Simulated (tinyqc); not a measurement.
Inputs raised by 5 %, one at a time: classical nucleation, growth and JMAK kinetics of crystallisation from a melt or glass. Computed by tinyqc, a small Python program. Command: `OMP_NUM_THREADS=1 python tinyqc.py 3022415 3022416 out.jsonl nucl sens`. One thread of a shared host (Intel(R) Xeon(R) Processor @ 2.30GHz), about 0.02 s of CPU time with the checks.

A spherical nucleus cap on a flat wall with a sharp interface of isotropic energy gamma; lambda = Omega^(1/3) is the jump distance.

Inputs (values chosen for the exercise, for a model substance):
```
quantity,value,unit
melting point T_m,1230,K
heat of melting per volume H,1300,J/cm^3
interface energy gamma,0.0841,J/m^2
atomic volume Omega,15,angstrom^3
temperature T,795,K
diffusion prefactor D0,1.1e-06,m^2/s
activation energy Q,0.823,eV
contact angle theta,135,degrees
wall area per volume S_v,14000,1/m
```

Nucleation: on a flat wall. Driving force: Turnbull (linear).

Constants: e = 1.602176634e-19 C; k_B = 1.380649e-23 J/K; k_B = 8.617333262e-05 eV/K.

Method:
- Driving force per volume: dG = H (T_m - T)/T_m.
- Shape factor f = (2 + cos theta)(1 - cos theta)^2/4.
- W(r) = f [4 pi r^2 gamma - (4/3) pi r^3 dG]; r* = 2 gamma/dG; W* = f 16 pi gamma^3/(3 dG^2); n* = f (4/3) pi r*^3/Omega.
- D = D0 exp(-Q/(k_B T)); attachment rate k+ = (A*/lambda^2) D/lambda^2 with A* = 2 pi r*^2 (1 - cos theta); Zeldovich factor Z = sqrt(W*/(3 pi k_B T))/n*; sites per volume N = S_v/lambda^2; I = N Z k+ exp(-W*/(k_B T)); lag time = 1/(4 pi Z^2 k+).
- Growth (Wilson-Frenkel): u = (D/lambda) [1 - exp(-dG Omega/(k_B T))].
- JMAK with steady nucleation and growth, nuclei spread at random: extended fraction X_e = (pi/3) I u^3 t^4, X = 1 - exp(-X_e); t_X = [-3 ln(1 - X)/(pi I u^3)]^(1/4); final grains per volume = Gamma(5/4) (3/pi)^(1/4) (I/u)^(3/4), Gamma(5/4) = 0.9064024771.
- The nose is the T between 0.3 and 0.97 T_m where I u^3 is largest; the time is for X = 1e-6, and the critical cooling rate is estimated as (T_m - T_nose)/t_nose.

Runs:
```
input moved,from,to,barrier W* (eV),nucleation rate I (1/(m^3 s)),nose temperature (K),critical cooling rate (K/s)
base run,-,-,0.2772,5.300e+29,913.7,1.922e+10
melting point T_m (K),1230,1291.5,0.2346,9.872e+29,957.9,3.483e+10
interface energy gamma (J/m^2),0.0841,0.088305,0.3209,2.870e+29,902.3,1.553e+10
atomic volume Omega (angstrom^3),15,15.75,0.2772,5.048e+29,913.9,1.931e+10
diffusion prefactor D0 (m^2/s),1.1e-06,1.155e-06,0.2772,5.565e+29,913.7,2.018e+10
activation energy Q (eV),0.823,0.86415,0.2772,2.907e+29,918.6,1.124e+10
contact angle theta (degrees),135,141.75,0.2848,4.891e+29,911.6,1.863e+10
wall area per volume S_v (1/m),14000,14700,0.2772,5.565e+29,913.7,1.946e+10
```

Exponents ln(y'/y) / ln(x'/x):
```
input,barrier W*,nucleation rate I,nose temperature,critical cooling rate
melting point T_m,-3.421,12.748,0.967,12.184
interface energy gamma,3.000,-12.572,-0.258,-4.368
atomic volume Omega,0.000,-1.000,0.005,0.092
diffusion prefactor D0,0.000,1.000,0.000,1.000
activation energy Q,0.000,-12.311,0.109,-11.002
contact angle theta,0.557,-1.647,-0.047,-0.640
wall area per volume S_v,0.000,1.000,0.000,0.250
```

Among the inputs moved here: barrier W* answers most in size to melting point T_m (exponent -3.421), next to interface energy gamma (+3.000); its exponent is below 0.0005 for atomic volume Omega, diffusion prefactor D0, activation energy Q, wall area per volume S_v. Its exponent +3.000 in interface energy gamma: W* goes as gamma^3. Nucleation rate I answers most in size to melting point T_m (exponent +12.748), and about equally to interface energy gamma (-12.572). Nose temperature answers most in size to melting point T_m (exponent +0.967), next to interface energy gamma (-0.258); its exponent is below 0.0005 for diffusion prefactor D0, wall area per volume S_v. Its exponent 0.000 in diffusion prefactor D0: a prefactor does not move the maximum. Critical cooling rate answers most in size to melting point T_m (exponent +12.184), next to activation energy Q (-11.002).

Caution (all rows): with under 20 atoms in the nucleus or a barrier under 10 k_B T the capillary model is only a guide. Caution (all rows): homogeneous nucleation, left out here, would be as fast or faster: the wall offers too few sites or too small a cut in the barrier. Caution (all rows): at the nose the nucleus has under 20 atoms or the barrier is under 10 k_B T, so the result is only a guide. Caution (all rows): at the nose the lag time is not small against the nose time, so steady nucleation overstates the critical cooling rate.

Extremes, crossings and ranges named in words are read from the listed rows.
